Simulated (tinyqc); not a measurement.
Worked calculation (part 2 of 3): UHF in the sto-6g basis, for BeH2, spin multiplicity 1. Computed by tinyqc, a small Python program that keeps every step (integrals from PySCF). Command: `OMP_NUM_THREADS=1 python tinyqc.py 23683 23684 out.jsonl` (the two numbers bound the seeds that draw the settings). One thread of a shared host (Intel(R) Xeon(R) Processor @ 2.60GHz), about 0.2 s of CPU time with the checks.

Geometry (angstrom):
```
atom         x          y         z
Be    0.000000   0.000000  0.000000
H     0.000000   1.471000  0.150000
H     0.000000  -1.471000  0.150000
```

## Iteration 2: building the Fock matrix

D(alpha) after iteration 1:
```
            1Be 1s     1Be 2s    1Be 2px    1Be 2py    1Be 2pz      2H 1s      3H 1s
1Be 1s    1.034321  -0.125511  -0.110844   0.000000  -0.016894  -0.036739  -0.036739
1Be 2s   -0.125511   0.474223   0.381454   0.000000   0.057252   0.115991   0.115991
1Be 2px  -0.110844   0.381454   0.306930   0.000000   0.046069   0.093360   0.093360
1Be 2py   0.000000   0.000000   0.000000   0.612345   0.000000   0.159439  -0.159439
1Be 2pz  -0.016894   0.057252   0.046069   0.000000   0.006915   0.014014   0.014014
2H 1s    -0.036739   0.115991   0.093360   0.159439   0.014014   0.069920  -0.013107
3H 1s    -0.036739   0.115991   0.093360  -0.159439   0.014014  -0.013107   0.069920
```

D(beta) after iteration 1:
```
            1Be 1s     1Be 2s    1Be 2px    1Be 2py    1Be 2pz      2H 1s      3H 1s
1Be 1s    1.034321  -0.125511   0.110844   0.000000  -0.016894  -0.036739  -0.036739
1Be 2s   -0.125511   0.474223  -0.381454   0.000000   0.057252   0.115991   0.115991
1Be 2px   0.110844  -0.381454   0.306930   0.000000  -0.046069  -0.093360  -0.093360
1Be 2py   0.000000   0.000000   0.000000   0.612345   0.000000   0.159439  -0.159439
1Be 2pz  -0.016894   0.057252  -0.046069   0.000000   0.006915   0.014014   0.014014
2H 1s    -0.036739   0.115991  -0.093360   0.159439   0.014014   0.069920  -0.013107
3H 1s    -0.036739   0.115991  -0.093360  -0.159439   0.014014  -0.013107   0.069920
```

core Hamiltonian H = T + V (hartree):
```
            1Be 1s     1Be 2s    1Be 2px    1Be 2py    1Be 2pz      2H 1s      3H 1s
1Be 1s   -8.661806  -2.040464   0.000000   0.000000  -0.003158  -0.428690  -0.428690
1Be 2s   -2.040464  -2.764228   0.000000   0.000000  -0.026784  -1.089534  -1.089534
1Be 2px   0.000000   0.000000  -2.255933   0.000000   0.000000   0.000000   0.000000
1Be 2py   0.000000   0.000000   0.000000  -2.455043   0.000000  -1.171900   1.171900
1Be 2pz  -0.003158  -0.026784   0.000000   0.000000  -2.258004  -0.122097  -0.122097
2H 1s    -0.428690  -1.089534   0.000000  -1.171900  -0.122097  -2.076188  -0.082030
3H 1s    -0.428690  -1.089534   0.000000   1.171900  -0.122097  -0.082030  -2.076188
```

nuclear repulsion = 3.04294123 hartree

Given earlier and not repeated: Two-electron integrals (ij|kl) in chemists' order.

J_ij = sum D_kl (ij|kl) with D = D(alpha) + D(beta), K_ij = sum D_kl (ik|jl) for each spin; F = H + J - K(s); E = tr D H + tr D J / 2 - 0.5 sum_s tr D(s) K(s) + E_nn.

Coulomb J (hartree):
```
           1Be 1s    1Be 2s   1Be 2px    1Be 2py   1Be 2pz     2H 1s      3H 1s
1Be 1s   6.685928  1.233712  0.000000   0.000000  0.006411  0.261132   0.261132
1Be 2s   1.233712  2.729532  0.000000   0.000000  0.033824  1.007248   1.007248
1Be 2px  0.000000  0.000000  2.704237   0.000000  0.000000  0.000000   0.000000
1Be 2py  0.000000  0.000000  0.000000   2.808486  0.000000  1.149716  -1.149716
1Be 2pz  0.006411  0.033824  0.000000   0.000000  2.675876  0.121673   0.121673
2H 1s    0.261132  1.007248  0.000000   1.149716  0.121673  2.196959   0.066843
3H 1s    0.261132  1.007248  0.000000  -1.149716  0.121673  0.066843   2.196959
```

exchange K(alpha) (hartree):
```
           1Be 1s    1Be 2s   1Be 2px    1Be 2py   1Be 2pz      2H 1s      3H 1s
1Be 1s   2.333222  0.387720  0.003148   0.000000  0.000436   0.087954   0.087954
1Be 2s   0.387720  0.422627  0.207958   0.000000  0.039043   0.216538   0.216538
1Be 2px  0.003148  0.207958  0.221207   0.000000  0.022870   0.091657   0.091657
1Be 2py  0.000000  0.000000  0.000000   0.509244  0.000000   0.271906  -0.271906
1Be 2pz  0.000436  0.039043  0.022870   0.000000  0.094897   0.025206   0.025206
2H 1s    0.087954  0.216538  0.091657   0.271906  0.025206   0.341001  -0.012647
3H 1s    0.087954  0.216538  0.091657  -0.271906  0.025206  -0.012647   0.341001
```

exchange K(beta) (hartree):
```
            1Be 1s     1Be 2s    1Be 2px    1Be 2py    1Be 2pz      2H 1s      3H 1s
1Be 1s    2.333222   0.387720  -0.003148   0.000000   0.000436   0.087954   0.087954
1Be 2s    0.387720   0.422627  -0.207958   0.000000   0.039043   0.216538   0.216538
1Be 2px  -0.003148  -0.207958   0.221207   0.000000  -0.022870  -0.091657  -0.091657
1Be 2py   0.000000   0.000000   0.000000   0.509244   0.000000   0.271906  -0.271906
1Be 2pz   0.000436   0.039043  -0.022870   0.000000   0.094897   0.025206   0.025206
2H 1s     0.087954   0.216538  -0.091657   0.271906   0.025206   0.341001  -0.012647
3H 1s     0.087954   0.216538  -0.091657  -0.271906   0.025206  -0.012647   0.341001
```

F(alpha) (hartree):
```
            1Be 1s     1Be 2s    1Be 2px    1Be 2py    1Be 2pz      2H 1s      3H 1s
1Be 1s   -4.309101  -1.194472  -0.003148   0.000000   0.002817  -0.255513  -0.255513
1Be 2s   -1.194472  -0.457323  -0.207958   0.000000  -0.032002  -0.298825  -0.298825
1Be 2px  -0.003148  -0.207958   0.227097   0.000000  -0.022870  -0.091657  -0.091657
1Be 2py   0.000000   0.000000   0.000000  -0.155801   0.000000  -0.294090   0.294090
1Be 2pz   0.002817  -0.032002  -0.022870   0.000000   0.322976  -0.025631  -0.025631
2H 1s    -0.255513  -0.298825  -0.091657  -0.294090  -0.025631  -0.220230  -0.002540
3H 1s    -0.255513  -0.298825  -0.091657   0.294090  -0.025631  -0.002540  -0.220230
```

F(beta) (hartree):
```
            1Be 1s     1Be 2s   1Be 2px    1Be 2py    1Be 2pz      2H 1s      3H 1s
1Be 1s   -4.309101  -1.194472  0.003148   0.000000   0.002817  -0.255513  -0.255513
1Be 2s   -1.194472  -0.457323  0.207958   0.000000  -0.032002  -0.298825  -0.298825
1Be 2px   0.003148   0.207958  0.227097   0.000000   0.022870   0.091657   0.091657
1Be 2py   0.000000   0.000000  0.000000  -0.155801   0.000000  -0.294090   0.294090
1Be 2pz   0.002817  -0.032002  0.022870   0.000000   0.322976  -0.025631  -0.025631
2H 1s    -0.255513  -0.298825  0.091657  -0.294090  -0.025631  -0.220230  -0.002540
3H 1s    -0.255513  -0.298825  0.091657   0.294090  -0.025631  -0.002540  -0.220230
```

total energy of this density = -15.33041922 hartree

## Iteration 2: DIIS over 2 matrices

error matrix X^T (FDS - SDF) X (alpha):
```
           1          2          3          4          5          6          7
1   0.000000   0.024775  -0.008252   0.000000  -0.002407  -0.015902  -0.015902
2  -0.024775   0.000000  -0.085268   0.000000  -0.013725   0.076905   0.076905
3   0.008252   0.085268   0.000000   0.000000  -0.000054   0.098635   0.098635
4   0.000000   0.000000   0.000000   0.000000   0.000000   0.180756  -0.180756
5   0.002407   0.013725   0.000054   0.000000   0.000000   0.015686   0.015686
6   0.015902  -0.076905  -0.098635  -0.180756  -0.015686   0.000000   0.000000
7   0.015902  -0.076905  -0.098635   0.180756  -0.015686   0.000000   0.000000
```

B (overlaps of the stored error matrices):
```
               1              2
1  9.5020639e-01  6.1056671e-01
2  6.1056671e-01  4.2310795e-01
```

Minimise |sum c_i e_i|^2 with sum c_i = 1: solve [B -1; -1 0][c; lambda] = [0; -1] with B_ij = tr e_i^T e_j summed over both spins, and take F = sum c_i F_i.

DIIS coefficients: -1.231815  2.231815

extrapolated F(alpha) (hartree):
```
            1Be 1s     1Be 2s    1Be 2px    1Be 2py    1Be 2pz      2H 1s      3H 1s
1Be 1s   -4.543927  -1.248860   0.010119   0.000000   0.005691  -0.264255  -0.264255
1Be 2s   -1.248860  -0.558960  -0.174403   0.000000  -0.024876  -0.352044  -0.352044
1Be 2px   0.010119  -0.174403   0.180235   0.000000  -0.015238  -0.095940  -0.095940
1Be 2py   0.000000   0.000000   0.000000  -0.188485   0.000000  -0.339041   0.339041
1Be 2pz   0.005691  -0.024876  -0.015238   0.000000   0.233270  -0.029335  -0.029335
2H 1s    -0.264255  -0.352044  -0.095940  -0.339041  -0.029335  -0.276552  -0.000139
3H 1s    -0.264255  -0.352044  -0.095940   0.339041  -0.029335  -0.000139  -0.276552
```

extrapolated F(beta) (hartree):
```
            1Be 1s     1Be 2s    1Be 2px    1Be 2py    1Be 2pz      2H 1s      3H 1s
1Be 1s   -4.543927  -1.248860  -0.010119   0.000000   0.005691  -0.264255  -0.264255
1Be 2s   -1.248860  -0.558960   0.174403   0.000000  -0.024876  -0.352044  -0.352044
1Be 2px  -0.010119   0.174403   0.180235   0.000000   0.015238   0.095940   0.095940
1Be 2py   0.000000   0.000000   0.000000  -0.188485   0.000000  -0.339041   0.339041
1Be 2pz   0.005691  -0.024876   0.015238   0.000000   0.233270  -0.029335  -0.029335
2H 1s    -0.264255  -0.352044   0.095940  -0.339041  -0.029335  -0.276552  -0.000139
3H 1s    -0.264255  -0.352044   0.095940   0.339041  -0.029335  -0.000139  -0.276552
```

## Iteration 2: diagonalisation and new density

X:
```
            1Be 1s     1Be 2s   1Be 2px    1Be 2py    1Be 2pz      2H 1s      3H 1s
1Be 1s    1.027282  -0.148093  0.000000   0.000000  -0.001793   0.018508   0.018508
1Be 2s   -0.148093   1.194577  0.000000   0.000000   0.019962  -0.260319  -0.260319
1Be 2px   0.000000   0.000000  1.000000   0.000000   0.000000   0.000000   0.000000
1Be 2py   0.000000   0.000000  0.000000   1.279106   0.000000  -0.363338   0.363338
1Be 2pz  -0.001793   0.019962  0.000000   0.000000   1.002358  -0.030864  -0.030864
2H 1s     0.018508  -0.260319  0.000000  -0.363338  -0.030864   1.223960  -0.073339
3H 1s     0.018508  -0.260319  0.000000   0.363338  -0.030864  -0.073339   1.223960
```

overlap S:
```
           1Be 1s    1Be 2s   1Be 2px    1Be 2py   1Be 2pz     2H 1s      3H 1s
1Be 1s   1.000000  0.254764  0.000000   0.000000  0.000000  0.052990   0.052990
1Be 2s   0.254764  1.000000  0.000000   0.000000  0.000000  0.406109   0.406109
1Be 2px  0.000000  0.000000  1.000000   0.000000  0.000000  0.000000   0.000000
1Be 2py  0.000000  0.000000  0.000000   1.000000  0.000000  0.480790  -0.480790
1Be 2pz  0.000000  0.000000  0.000000   0.000000  1.000000  0.049027   0.049027
2H 1s    0.052990  0.406109  0.000000   0.480790  0.049027  1.000000   0.024075
3H 1s    0.052990  0.406109  0.000000  -0.480790  0.049027  0.024075   1.000000
```

A level shift of 1 hartree raises the virtual space: F + shift (S - S D(s) S), with D(s) the density of one spin. Diagonalise F' = X^T F X, C = X C', fill 3 alpha and 3 beta electrons from the bottom; D(s) = C_occ C_occ^T. Each column has its largest component positive (the first on a tie).

F' = X^T F X (alpha) (hartree):
```
           1          2          3          4          5          6          7
1  -4.435534  -0.730773   0.091070   0.000000   0.015448  -0.006003  -0.006003
2  -0.730773   0.399958  -0.545829   0.000000  -0.057393  -0.507003  -0.507003
3   0.091070  -0.545829   0.873304   0.000000  -0.061535  -0.234964  -0.234964
4   0.000000   0.000000   0.000000   0.553947   0.000000  -0.759796   0.759796
5   0.015448  -0.057393  -0.061535   0.000000   1.229397  -0.062611  -0.062611
6  -0.006003  -0.507003  -0.234964  -0.759796  -0.062611   0.805574  -0.013662
7  -0.006003  -0.507003  -0.234964   0.759796  -0.062611  -0.013662   0.805574
```

orbital energies (alpha) (hartree): MO1 -4.546013, MO2 -0.402704, MO3 -0.396079, MO4 1.162616, MO5 1.231243, MO6 1.413896, MO7 1.769262

coefficients C (alpha):
```
               MO1        MO2        MO3        MO4        MO5        MO6        MO7
1Be 1s    0.994027  -0.207972   0.000000   0.024894   0.056918  -0.206705   0.000000
1Be 2s    0.023811   0.645740   0.000000   0.094324  -0.230463   1.051341   0.000000
1Be 2px  -0.000277   0.450424   0.000000   0.824465   0.082052  -0.332630   0.000000
1Be 2py   0.000000   0.000000   0.617916   0.000000   0.000000   0.000000   1.232201
1Be 2pz  -0.000573   0.062461   0.000000  -0.035977   0.972845   0.235384   0.000000
2H 1s    -0.002951   0.259280   0.335415  -0.426674   0.061173  -0.691374  -0.927903
3H 1s    -0.002951   0.259280  -0.335415  -0.426674   0.061173  -0.691374   0.927903
```

F' = X^T F X (beta) (hartree):
```
           1          2          3          4          5          6          7
1  -4.435534  -0.730773  -0.091070   0.000000   0.015448  -0.006003  -0.006003
2  -0.730773   0.399958   0.545829   0.000000  -0.057393  -0.507003  -0.507003
3  -0.091070   0.545829   0.873304   0.000000   0.061535   0.234964   0.234964
4   0.000000   0.000000   0.000000   0.553947   0.000000  -0.759796   0.759796
5   0.015448  -0.057393   0.061535   0.000000   1.229397  -0.062611  -0.062611
6  -0.006003  -0.507003   0.234964  -0.759796  -0.062611   0.805574  -0.013662
7  -0.006003  -0.507003   0.234964   0.759796  -0.062611  -0.013662   0.805574
```

orbital energies (beta) (hartree): MO1 -4.546013, MO2 -0.402704, MO3 -0.396079, MO4 1.162616, MO5 1.231243, MO6 1.413896, MO7 1.769262

coefficients C (beta):
```
               MO1        MO2        MO3        MO4        MO5        MO6        MO7
1Be 1s    0.994027  -0.207972   0.000000  -0.024894   0.056918  -0.206705   0.000000
1Be 2s    0.023811   0.645740   0.000000  -0.094324  -0.230463   1.051341   0.000000
1Be 2px   0.000277  -0.450424   0.000000   0.824465  -0.082052   0.332630   0.000000
1Be 2py   0.000000   0.000000   0.617916   0.000000   0.000000   0.000000   1.232201
1Be 2pz  -0.000573   0.062461   0.000000   0.035977   0.972845   0.235384   0.000000
2H 1s    -0.002951   0.259280   0.335415   0.426674   0.061173  -0.691374  -0.927903
3H 1s    -0.002951   0.259280  -0.335415   0.426674   0.061173  -0.691374   0.927903
```

D(alpha) after iteration 2:
```
            1Be 1s     1Be 2s    1Be 2px    1Be 2py    1Be 2pz      2H 1s      3H 1s
1Be 1s    1.031342  -0.110627  -0.093951   0.000000  -0.013560  -0.056856  -0.056856
1Be 2s   -0.110627   0.417548   0.290850   0.000000   0.040320   0.167357   0.167357
1Be 2px  -0.093951   0.290850   0.202882   0.000000   0.028134   0.116787   0.116787
1Be 2py   0.000000   0.000000   0.000000   0.381821   0.000000   0.207258  -0.207258
1Be 2pz  -0.013560   0.040320   0.028134   0.000000   0.003902   0.016197   0.016197
2H 1s    -0.056856   0.167357   0.116787   0.207258   0.016197   0.179738  -0.045268
3H 1s    -0.056856   0.167357   0.116787  -0.207258   0.016197  -0.045268   0.179738
```

D(beta) after iteration 2:
```
            1Be 1s     1Be 2s    1Be 2px    1Be 2py    1Be 2pz      2H 1s      3H 1s
1Be 1s    1.031342  -0.110627   0.093951   0.000000  -0.013560  -0.056856  -0.056856
1Be 2s   -0.110627   0.417548  -0.290850   0.000000   0.040320   0.167357   0.167357
1Be 2px   0.093951  -0.290850   0.202882   0.000000  -0.028134  -0.116787  -0.116787
1Be 2py   0.000000   0.000000   0.000000   0.381821   0.000000   0.207258  -0.207258
1Be 2pz  -0.013560   0.040320  -0.028134   0.000000   0.003902   0.016197   0.016197
2H 1s    -0.056856   0.167357  -0.116787   0.207258   0.016197   0.179738  -0.045268
3H 1s    -0.056856   0.167357  -0.116787  -0.207258   0.016197  -0.045268   0.179738
```
